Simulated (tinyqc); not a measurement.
Inside a calculation. Model: sputter depth profiling of a dopant layer: erosion rate, quantification and the mixing-roughness response. Computed by tinyqc, a small Python program that keeps every step. Command: `OMP_NUM_THREADS=1 python tinyqc.py 3009179 3009180 out.jsonl sims walk`. One thread of a shared host (Intel(R) Xeon(R) Processor @ 2.30GHz), about 0.02 s of CPU time with the checks. Intermediate numbers are printed to about 6 digits and carried at full precision; extremes and crossings named in words are read from the listed rows.

A rastered ion beam erodes silicon (49.94 atoms per nm^3). The measured profile is the true one convolved with a depth response.

Inputs (values chosen for the exercise, modelled on a dopant in silicon under an oxygen or caesium beam):
```
quantity                               value    unit
beam energy E                           0.56     keV
beam current                              67      nA
raster side                              400      um
sputter yield at 1 keV                   1.6       -
mixing length at 1 keV                   1.4      nm
roughness sigma                          1.4      nm
depth of the top edge z0                  35      nm
box width b                              5.5      nm
box concentration C                  4.4e+19  1/cm^3
relative sensitivity factor RSF      4.2e+20  1/cm^3
matrix count rate                     330000     1/s
background count rate                    4.5     1/s
counting time per point                    1       s
level that defines the junction C_B    1e+18  1/cm^3
```

True profile: box.

Constants: e = 1.602176634e-19 C.

## Erosion and sensitivity

Scaling chosen for the exercise: yield Y = Y1 E^0.5, mixing length w = w1 E^0.5 (E in keV). Erosion rate = Y I/(e x raster^2 x density); depth step = rate x counting time; concentration = RSF x counts/matrix counts; detection limit = RSF x 3 sqrt(background x time)/(matrix rate x time).

yield Y = 1.19733

mixing length w = 1.04766 nm

erosion rate = 0.0626628 nm/s

depth step = 0.0626628 nm

detection limit = 8.09959e+15 1/cm^3

Caution: with so few background counts Poisson statistics, not 3 sqrt(N), set the true limit.

## Measured shape

Mixing alone turns a layer at z0 into (1/w) exp(-(z - z0 + w)/w) for z > z0 - w; roughness adds a Gaussian of width sigma. With x = z - z0 + w: g(x) = (1/(2w)) exp(sigma^2/(2 w^2) - x/w) erfc((sigma/w - x/sigma)/sqrt2), and its integral G(x) = (1/2) erfc(-x/(sigma sqrt2)) - w g(x). Measured: C [G(x) - G(x - b)]. Find the maximum, the full width at half maximum and the deep point where the profile falls to C_B; far down, the trailing edge decays by w ln(10) per decade.

depth of the maximum = 37.6946 nm

peak concentration = 3.92305e+19 1/cm^3

full width at half maximum = 5.93420 nm

apparent junction depth = 44.3414 nm

trailing slope = 2.41234 nm/decade

The true deep edge lies at 40.5 nm, so the junction appears 3.84 nm too deep. The peak reaches 89.2 % of the true concentration.

## Moments

Convolution adds means and variances: the response has mean 0 (shift -w plus exponential mean w) and variance w^2 + sigma^2; a box adds the mean b/2 and the variance b^2/12.

centroid = 37.75 nm

standard deviation = 2.36187 nm

maximum minus centroid = -0.0554466 nm

The centroid stays at the true position while the maximum lies nearer the surface, so depth is read from the centroid.

## Points of the profile

Counts = concentration x matrix rate x time/RSF + background x time; relative noise 1/sqrt(counts). Depths are z0 - w + k (w + sigma), k = -0.5, 0, 0.5, 1, 2, 3, 5, 8, 12.

Profile:
```
k      z (nm)  measured (1/cm^3)       counts  relative noise
-0.5  32.7285        3.72688e+18  2.93276e+03        0.018466
0.0   33.9523        1.22510e+19  9.63028e+03        0.010190
0.5   35.1762        2.48236e+19  1.95088e+04        0.007160
1.0   36.4000        3.51654e+19  2.76345e+04        0.006016
2.0   38.8477        3.57230e+19  2.80726e+04        0.005968
3.0   41.2953        1.31441e+19  1.03320e+04        0.009838
5.0   46.1907        1.72038e+17  1.39673e+02        0.084614
8.0   53.5336        1.55496e+14  4.62218e+00        0.465133
12.0  63.3243        1.35875e+10  4.50001e+00        0.471404
```

## Beam energy: resolution against speed

Width = full width at half maximum; the apparent junction is the deep point where the profile falls to C_B; time to profile to twice z0 = 2 z0/erosion rate, at fixed current.

Measured values:
```
E (keV)   w (nm)  peak (1/cm^3)  width (nm)  apparent junction (nm)  time (min)
0.15     0.54222    4.10561e+19     5.74839                 43.5732     35.9737
0.25     0.70000    4.05686e+19     5.79697                 43.7652     27.8651
0.50     0.98995    3.94708e+19     5.90913                 44.2334     19.7036
1.00     1.40000    3.76818e+19     6.10108                 45.0699     13.9326
2.00     1.97990    3.50630e+19     6.40953                 46.3803      9.8518
4.00     2.80000    3.16282e+19     6.88682                 48.2226      6.9663
8.00     3.95980    2.75739e+19     7.61472                 50.6367      4.9259
```

From the highest to the lowest energy the width goes from 7.61 to 5.75 nm, towards the floor set by roughness and the box width 5.5 nm, and the junction error from 10.1 to 3.07 nm, at 7.3 times the time. Extrapolating the tail slope to zero energy separates mixing from real diffusion. Caution: the surface transient, segregation under the beam and the growth of roughness with depth are left out, and real yields fall faster near the sputter threshold.

Checks made by the program: dose under the measured profile (relative difference below 1e-10).
